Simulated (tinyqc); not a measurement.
Inside a calculation. Model: sheet resistance of a shallow doped layer with concentration-dependent mobility and limited activation. Computed by tinyqc, a small Python program that keeps every step. Command: `OMP_NUM_THREADS=1 python tinyqc.py 3004181 3004182 out.jsonl irvin walk`. One thread of a shared host (Intel(R) Xeon(R) Processor @ 2.30GHz), about 0.02 s of CPU time with the checks. Intermediate numbers are printed to about 5 digits and carried at full precision; extremes and crossings named in words are read from the listed rows.

A layer of one dopant lies in a background of the opposite type. Current flows parallel to the surface down to the junction; depletion is ignored.

Inputs (values chosen for the exercise, modelled on antimony in silicon): surface concentration C_s = 2.8e+19 1/cm^3; length l = 11 nm; background C_B = 1.5e+15 1/cm^3; mobility floor mu_min = 60.7 cm^2/(V s); mobility mu_max = 1420 cm^2/(V s); reference density N_r = 9.73e+16 1/cm^3; exponent alpha = 0.695; prefactor of the active limit = 3.9e+21 1/cm^3; energy of the active limit = 0.554 eV; anneal temperature T = 1150 C.

Profile: Gaussian.

Constants: k_B = 8.617333262e-05 eV/K; e = 1.602176634e-19 C.

## Active limit and depths

C(x) = C_s exp(-x^2/(2 l^2)). Temperatures in kelvin are T(C) + 273.15. Active limit C_a = prefactor x exp(-energy/(k_B T)); the junction lies where C = C_B, and the profile exceeds C_a down to x_a (zero if C_s is below C_a). Slope at the junction in nm per decade = ln(10) C/|dC/dx|.

active limit C_a = 4.2579e+19 1/cm^3

junction depth x_j = 48.785 nm

depth x_a = 0 nm

abruptness at the junction = 5.7111 nm/decade

## Local values

Active density N = min(C, C_a); carriers n = N - C_B; mobility mu = mu_min + (mu_max - mu_min)/(1 + ((N + C_B)/N_r)^alpha). Conductivity e n mu. Depths are 0, 0.2, 0.4, 0.6, 0.8 and 0.95 of x_j.

Along the depth:
```
x (nm)  C (1/cm^3)  N (1/cm^3)  mu (cm^2/(V s))  conductivity (S/cm)
0.000   2.8000e+19  2.8000e+19             86.8           3.8916e+02
9.757   1.8894e+19  1.8894e+19             94.7           2.8676e+02
19.514  5.8048e+18  5.8048e+18            135.6           1.2609e+02
29.271  8.1203e+17  8.1203e+17            313.6           4.0724e+01
39.028  5.1722e+16  5.1722e+16            880.8           7.0872e+00
46.345  3.9131e+15  3.9131e+15           1259.1           4.8679e-01
```

## Sheet resistance

Integrals from 0 to x_j, where C = C_B (Gauss-Legendre, 60 points on each smooth piece; 1 nm = 1e-7 cm): dose int C dx, carriers int n dx, mean mobility int n mu dx/int n dx, R_s = 1/(e int n mu dx).

chemical dose = 3.8602e+13 1/cm^2

sheet carrier density = 3.8594e+13 1/cm^2

mean mobility = 103.41 cm^2/(V s)

sheet resistance R_s = 1563.9 ohm/square

carriers per dopant atom = 0.99981

product R_s x_j = 76296 ohm nm

A box at the active limit as deep as x_j would give 374 ohm/square, the least this anneal allows at that depth.

## Raising the surface concentration at fixed length

The last column drops the active limit.

Layers:
```
C_s (1/cm^3)  x_j (nm)  dose (1/cm^2)  mean mu (cm^2/(V s))  R_s (ohm/square)  R_s if all active
1.00e+18        39.668     1.3782e+12                367.21             12386         1.2386e+04
3.00e+18        42.888     4.1355e+12                229.88              6575         6.5754e+03
1.00e+19        46.160     1.3786e+13                142.89              3170         3.1701e+03
3.00e+19        48.956     4.1359e+13                101.54              1487         1.4865e+03
1.00e+20        51.846     1.3786e+14                 87.07               819         5.7185e+02
2.00e+20        53.439     2.7573e+14                 85.37               703         3.1308e+02
5.00e+20        55.475     6.8932e+14                 84.14               607         1.3527e+02
1.00e+21        56.967     1.3786e+15                 83.55               557         7.0095e+01
2.00e+21        58.421     2.7573e+15                 83.12               517         3.5864e+01
```

R_s falls as C_s^-0.58 between the first rows and as C_s^-0.11 between the last. Below C_a = 4.3e19 the exponent is set by the mobility, which drops from 367 towards mu_min. Above C_a extra dose only widens the clipped region: in the last row R_s is 14.42 times the fully active value. Caution: in rows with more than about 2e20 active atoms per cm^3 measured mobilities fall further than this form.

Checks made by the program: sheet conductance against adaptive quadrature (relative difference below 1e-10).
